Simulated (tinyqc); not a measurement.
Lifetime against injection: Shockley-Read-Hall recombination through one deep level.

One level at Et with degeneracy 1: tn = 1/(sn vth Nt), tp = 1/(sp_ vth Nt), n1 = Nc exp((Et - Eg)/kT), p1 = Nv exp(-Et/kT), ni^2 = n1 p1. Equilibrium p0 = Nm, n0 = ni^2/Nm; n = n0 + dn, p = p0 + dn. U = (n p - ni^2)/(tp (n + n1) + tn (p + p1)), lifetime dn/U; emission rates en = sn vth n1, ep = sp_ vth p1.

Constants: kB = 8.617333262e-05 eV/K.

Parameters, chosen for this exercise (gap and densities of states near those of Si at this temperature; shifted at random, so the results belong to these values and not to a real crystal): Eg = 1.102 eV (gap); Nc = 4.46e+19 1/cm^3 (conduction-band density of states); Nv = 1.72e+19 1/cm^3 (valence-band density of states); T = 400 K; Et = 0.252 eV (recombination level above Ev); Nt = 1.9e+15 1/cm^3 (defects); sn = 1.4e-14 cm^2 (electron capture cross-section); sp_ = 3.9e-15 cm^2 (hole capture cross-section); vth = 18000000 cm/s (thermal velocity, both carriers); Nm = 8.3e+16 1/cm^3 (equilibrium holes for the lifetime steps).

Recombination:

| dn (1/cm^3) | lifetime (microsecond) | U (1/(cm^3 s)) |
|---|---|---|
| 1.0e+11 | 0.002378 | 4.21e+19 |
| 1.0e+12 | 0.002378 | 4.21e+20 |
| 1.0e+13 | 0.002379 | 4.20e+21 |
| 1.0e+14 | 0.002386 | 4.19e+22 |
| 1.0e+15 | 0.002464 | 4.06e+23 |
| 1.0e+16 | 0.003153 | 3.17e+24 |
| 1.0e+17 | 0.006317 | 1.58e+25 |
| 1.0e+18 | 0.009034 | 1.11e+26 |

How do the results move, and what explains it?

The lifetime rises from 0.002378 to 0.009034 microsecond; tn + tp = 0.009586. At low injection it is tn (1 + p1/p0) + tp n1/p0 with n1/Nm = 1e-08 and p1/Nm = 0.14: re-emission lengthens it to 1.14 times the minority capture time. Auger and radiative paths are left out; they cut in at the highest injections, and in a doped direct-gap crystal the radiative one counts at all injections. dn = dp neglects trapped charge, which matters where the traps hold a charge comparable with dn, at low injection and with very unequal cross sections.

Program tinyqc; command `OMP_NUM_THREADS=1 python tinyqc.py 1650629 1650630 out.jsonl`; about 0.01 s on one thread of a shared Intel(R) Xeon(R) Processor @ 2.30GHz.
